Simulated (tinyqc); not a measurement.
Non-radiative capture by multiphonon emission, one effective mode: one step, computed by the program tinyqc. Command: `OMP_NUM_THREADS=1 python tinyqc.py 3001490 3001491 out.jsonl capture walk`. One thread of a shared host (Intel(R) Xeon(R) Processor @ 2.30GHz), about 0.02 s of CPU time with the checks.

The initial state (free carrier plus empty centre) lies dE above the final state; both have the same frequency and are displaced by dQ.

Question. Geometry of the two curves. dQ = sqrt(2 S (hbar^2/u)/hbar omega); relaxation energy lambda = S hbar omega; phonons needed P = dE/hbar omega; classical barrier E_b = (dE - lambda)^2/(4 lambda); occupation n = 1/(exp(hbar omega/k_B T) - 1).

Inputs (values chosen for the exercise, with mass, screening and phonons like those of ZnO):
```
quantity                  value  unit
energy released dE         0.99    eV
phonon energy hbar omega   55.6   meV
Huang-Rhys factor S        9.14     -
temperature T               300     K
```

Centre: attractive.

Constants: hbar^2/u = 4.18015928e-03 eV angstrom^2; k_B = 8.617333262e-05 eV/K.

Give: dQ; lambda; P; classical barrier E_b; occupation n.

Answer.

dQ = 1.172 u^(1/2) angstrom

lambda = 0.508184 eV

P = 17.81

classical barrier E_b = 0.1142 eV

occupation n = 0.1317

dE exceeds lambda: the inverted case usual for deep centres, in which the curves cross on the far side of the initial minimum.
